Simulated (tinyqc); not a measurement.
Worked calculation: coherent transport through a tight-binding region between two chains. One step of it, computed by the program tinyqc.

Problem. Transmission at E = 0.32 eV. Surface Green function g = (E - i sqrt(4 t^2 - E^2)) / (2 t^2); self-energy tc^2 g on each contact site; G = (E - H - Sigma)^(-1); Gamma = -2 Im Sigma; T = Gamma_L Gamma_R |G_LR|^2; local density of states -Im G_ii / pi.

H of the central region (eV):
```
           1          2
1   0.000000  -1.990000
2  -1.990000   0.000000
```

Leads: semi-infinite chains with site energy 0:
```
parameter                           value
lead hopping t (eV)              1.290000
coupling to the left lead (eV)   1.000000
coupling to the right lead (eV)  0.510000
left contact site                       1
right contact site                      2
```

E = 0.320000 eV

Give: g; G; local density of states; transmission.

Solution.

g = 0.0961-0.7692i 1/eV

G (1/eV):
```
                 1                2
1  -0.0692-0.0541i   0.4894+0.0328i
2   0.4894+0.0328i  -0.0424-0.1929i
```

local density of states (1/eV): 0.0172  0.0614

transmission = 0.1481
